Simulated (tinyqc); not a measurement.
Magnetoresistance against angle.

Conductance G = G0 (1 + P1 P2 cos(phi)) at low bias, phi the angle between the magnetisations, normalised to Rp = RA/area at phi = 0.

Inputs (values chosen for the exercise): diameter Dm = 57 nm; spin polarisation of the reference layer P1 = 0.57; spin polarisation of the free layer P2 = 0.66; resistance-area product, parallel state RA = 12.3 ohm um^2.

Result of one run:
```
R (kohm)  R/Rp - 1 (%)  share of the full TMR (%)
7.6131          57.942                     48.039
```

Which angle phi gave this result: 0, 20, 110 or 135 degree?

phi = 110 degree.

The whole series:
```
phi (degree)  R (kohm)  R/Rp - 1 (%)  share of the full TMR (%)
0               4.8202             0                          0
20              4.9010        1.6762                     1.3897
45              5.2397        8.7034                     7.2158
70              5.8773        21.931                     18.183
90              6.6336        37.620                     31.190
110             7.6131        57.942                     48.039
135             9.0377        87.497                     72.542
160             10.261        112.87                     93.581
180             10.634        120.62                     100.00
```

R rises from 4.82 to 10.6 kohm, TMR0 = 121 %. It is the conductance that follows cos(phi), so at 90 degrees R has covered only (1 - P1 P2)/2 = 31.2 % of its range.

tinyqc, about 0.01 s, one thread, Intel Xeon 2.30GHz (shared host): `OMP_NUM_THREADS=1 python tinyqc.py 2450043 2450044 out.jsonl`
